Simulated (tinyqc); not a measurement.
Hydrogen passivation of interface dangling bonds: competing passivation and dissociation with distributed barriers. Changing the spread sigma_f. Computed by tinyqc, a small Python program. Command: `OMP_NUM_THREADS=1 python tinyqc.py 3009842 3009843 out.jsonl passiv sweep`. One thread of a shared host (Intel(R) Xeon(R) Processor @ 2.30GHz), about 0.05 s of CPU time with the checks.

P_b + H2 gives P_bH + H at the rate k_f [H2]; P_bH gives P_b + H at the rate k_d. All defects start unpassivated. E_f and E_d are Gaussian and independent.

Inputs (values chosen for the exercise, close to those used for P_b centres at the silicon-oxide interface):
```
quantity                                      value          unit
defect density N0                           3.4e+12        1/cm^2
passivation prefactor k_f0                  3.2e-08        cm^3/s
mean passivation barrier E_f                   1.61            eV
dissociation prefactor k_d0                   4e+12           1/s
mean dissociation barrier E_d                  2.57            eV
spread sigma_d                                  0.1            eV
H2 in the oxide per atm, solubility factor  8.6e+17  1/(cm^3 atm)
hydrogen pressure p                             0.1           atm
anneal temperature T                            275             C
anneal time t                                   110             s
oxide thickness                                  19            nm
```

Constants: k_B = 8.617333262e-05 eV/K; e = 1.602176634e-19 C; eps_0 = 8.8541878128e-12 F/m.

Method:
- [H2] = solubility factor x p; a = k_f0 [H2] exp(-E_f/(k_B T)), d = k_d0 exp(-E_d/(k_B T)). For one pair of barriers the active share is y = [d + a exp(-(a + d) t)]/(a + d).
- Temperatures in kelvin are T(C) + 273.15.
- Average y over both Gaussians with 40 x 40 Gauss-Hermite points.
- Active density N0 y; threshold shift if each active defect holds one charge, e N0 y t_ox/(3.9 eps_0).
- Minimise the averaged y over T between 150 and 900 C: find where ln y is equal at T - 0.05 and T + 0.05 C; T is rounded to 0.1 C.

One run for each value:
```
spread sigma_f (eV)  active share y  best temperature (C)  least active share
0.005                       0.99952                 498.0            0.002491
0.020                       0.99948                 505.1            0.002939
0.040                       0.99932                 520.5            0.004273
0.060                       0.99893                 536.8            0.006573
0.080                       0.99803                 551.7            0.010142
0.100                       0.99591                 564.5            0.015282
0.130                       0.98815                 579.9            0.026282
0.160                       0.97320                 591.5            0.041040
```

Describe and explain the trends.

Over the rows, active share y falls from 1.000 to 0.973; best temperature (C) rises from 498 to 592 (exponent d ln y / d ln x 0.010 between the first rows and 0.095 between the last); least active share rises from 0.00249 to 0.0410 (exponent d ln y / d ln x 0.12 between the first rows and 2.1 between the last). The hardest defects set the temperature needed, and a hotter anneal has a higher dissociation floor.

Caution (all rows): atomic hydrogen, which both passivates and depassivates, and further passivation during cooling are left out.

Extremes, crossings and ranges named in words are read from the listed rows.
